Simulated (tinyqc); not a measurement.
Worked calculation: plane-wave Kohn-Sham cycle with exchange-only LDA in a layered model solid. One step of it, computed by the program tinyqc.

Problem. Iteration 1: potential. V_H(G) = 4 pi rho(G)/G^2 for G != 0 (uniform background); v_x = -(3 rho/pi)^(1/3); V = V_ext + V_H + v_x; Fourier components f(G_m) = (1/N) sum_j f(x_j) exp(-i G_m x_j).

A solid whose potential varies along x alone (atomic units):

| parameter | value |
|---|---|
| period a | 15.200000 |
| cross-section of the cell | 27.000000 |
| electrons per cell | 2 |
| grid points | 16 |
| plane waves -n..n, n | 2 |
| k points | 2 |
| V1 in V1 cos(2 pi x/a) | -0.720000 |

density at the start, on the grid x_j = j a/N (e/bohr^3): 0.00487329  0.00487329  0.00487329  0.00487329  0.00487329  0.00487329  0.00487329  0.00487329  0.00487329  0.00487329  0.00487329  0.00487329  0.00487329  0.00487329  0.00487329  0.00487329

Give: Potentials on the grid; V(G_m), m = 0, 1, 2, ....

Solution.

Potentials on the grid (hartree):

| x | V_ext | V_H | v_x | V |
|---|---|---|---|---|
| 0.0000 | -0.7200 | 0.0000 | -0.1670 | -0.8870 |
| 0.9500 | -0.6652 | 0.0000 | -0.1670 | -0.8321 |
| 1.9000 | -0.5091 | 0.0000 | -0.1670 | -0.6761 |
| 2.8500 | -0.2755 | 0.0000 | -0.1670 | -0.4425 |
| 3.8000 | 0 | 0.0000 | -0.1670 | -0.1670 |
| 4.7500 | 0.2755 | 0.0000 | -0.1670 | 0.1086 |
| 5.7000 | 0.5091 | 0.0000 | -0.1670 | 0.3422 |
| 6.6500 | 0.6652 | 0.0000 | -0.1670 | 0.4982 |
| 7.6000 | 0.7200 | 0.0000 | -0.1670 | 0.5530 |
| 8.5500 | 0.6652 | 0.0000 | -0.1670 | 0.4982 |
| 9.5000 | 0.5091 | 0.0000 | -0.1670 | 0.3422 |
| 10.4500 | 0.2755 | 0.0000 | -0.1670 | 0.1086 |
| 11.4000 | 0 | 0.0000 | -0.1670 | -0.1670 |
| 12.3500 | -0.2755 | 0.0000 | -0.1670 | -0.4425 |
| 13.3000 | -0.5091 | 0.0000 | -0.1670 | -0.6761 |
| 14.2500 | -0.6652 | 0.0000 | -0.1670 | -0.8321 |

V(G_m), m = 0, 1, 2, ... (hartree): -0.1670  -0.3600  0.0000  0.0000  0.0000
